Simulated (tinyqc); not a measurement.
Competing polymorphs of an oxide film: bulk, surface, grain-boundary, dopant and field terms: one step, computed by the program tinyqc.

Phases: monoclinic m (reference), polar orthorhombic o, tetragonal t. Free energies per formula unit (f.u.); 1 J/m^2 x angstrom^3/nm = 6.241509 meV.

Task: Crossing points. With G = b + gamma Omega A (b the bulk free energy per formula unit, A the area per volume), two phases i, j cross at A_ij = (b_j - b_i)/(Omega (gamma_i - gamma_j)); o has a window only if A_mo < A_ot.

Inputs (values chosen for the exercise, for a model oxide):

| quantity | value | unit |
|---|---|---|
| surface energy of m | 3.27 | J/m^2 |
| surface energy of o | 2.88 | J/m^2 |
| surface energy of t | 2.76 | J/m^2 |
| volume per formula unit Omega | 32.6 | angstrom^3 |
| temperature T | 900 | K |

b (meV/f.u.): m 0.00, o 26.92, t -24.50

Give: A_mo; A_ot; A_mt.

Result:

A_mo = 0.3392 1/nm

A_ot = -2.106 1/nm

A_mt = -0.2361 1/nm

t is lowest at every size.
